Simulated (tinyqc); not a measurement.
Plasmons of a degenerate electron gas in the random-phase approximation: one step. The dielectric function at one point. Two cases, with inputs chosen for the exercise.

Problem. Give also the loss function Im(-eb/eps).

Lindhard function: eps(q, E)/eb = 1 + (qTF/q)^2 (f1 + i f2) with z = q/(2 kF), u = E/(hbar vF q), hbar vF = 2 c kF/m; f1 = 1/2 + [h(z - u) + h(z + u)]/(8 z), h(x) = (1 - x^2) ln|(x + 1)/(x - 1)|; f2 = pi u/2 for z + u < 1, (pi/(8 z))(1 - (z - u)^2) for |z - u| < 1 < z + u, else 0. Pairs exist for c (q^2 - 2 q kF)/m < E < c (q^2 + 2 q kF)/m.

Give: z, u; f1, f2; eps/eb; loss function.

Case 1.

Values chosen (out of a larger set: a free-electron density near that of Li; not measured data): q = 1.62 1/angstrom (wave vector); E = 1.53 eV (energy transfer).

kF = 1.124313 1/angstrom
qTF = 1.644744 1/angstrom
hbar vF = 8.567228 eV angstrom

Solution.

z, u: 0.7204  0.1102

f1, f2: 0.7825  0.1732

eps/eb = 1.807+0.178i
loss function = 0.054

Case 2.

Values chosen (out of a larger set: a free-electron density near that of Al; not measured data): q = 2.12 1/angstrom (wave vector); E = 6.9 eV (energy transfer).

kF = 1.762778 1/angstrom
qTF = 2.059460 1/angstrom
hbar vF = 13.43230 eV angstrom

Solution.

z, u: 0.6013  0.2423

f1, f2: 0.7839  0.3806

eps/eb = 1.740+0.359i
loss function = 0.114

The point lies inside the pair continuum, so eps has an imaginary part.

Computed by tinyqc, one run a case: `OMP_NUM_THREADS=1 python tinyqc.py N N+1 out.jsonl` with N = 1651821, 1651878; one thread of a shared Intel(R) Xeon(R) Processor @ 2.30GHz, about 0.01 s a run at most.
